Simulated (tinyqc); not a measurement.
Equilibrium crystal shape, supported particles, Gibbs-Thomson effect and coarsening: one step, computed by the program tinyqc.

A cubic crystal bounded by {100}, {110} and {111} facets only.

Question. Gibbs-Thomson solubility and coarsening. Spherical precipitates of nearly pure solute with atomic volume Omega: x(r) = x_inf exp(l/r), l = 2 gamma_i Omega/(k_B T). Diffusion-limited coarsening at small volume fraction (Lifshitz-Slyozov-Wagner): r^3 = r0^3 + K t, K = (4/9) D x_inf l; the number density falls as (r0/r)^3. The steady size distribution is assumed from the start, and D and x_inf are inputs that do not follow T.

Inputs (values chosen for the exercise, modelled on nickel):
```
quantity                                value   unit
temperature T                             550      K
precipitate interface energy gamma_i     0.37  J/m^2
solubility x_inf at a flat interface    0.013      -
diffusivity D                         1.1e-18  m^2/s
mean radius at the start r0               4.8     nm
time t                                   1100      s
```

Omega = 10.94 angstrom^3

Constants: k_B = 1.380649e-23 J/K.

Give: capillary length l; x(r0)/x_inf; rate constant K; mean radius at t; number density over its start.

Answer.

capillary length l = 1.0661 nm

x(r0)/x_inf = 1.2487

rate constant K = 0.0067757 nm^3/s

mean radius at t = 4.9055 nm

number density over its start = 0.93686

The time to double the radius is 7 r0^3/K = 110000 s; t is 0.0096 times that.
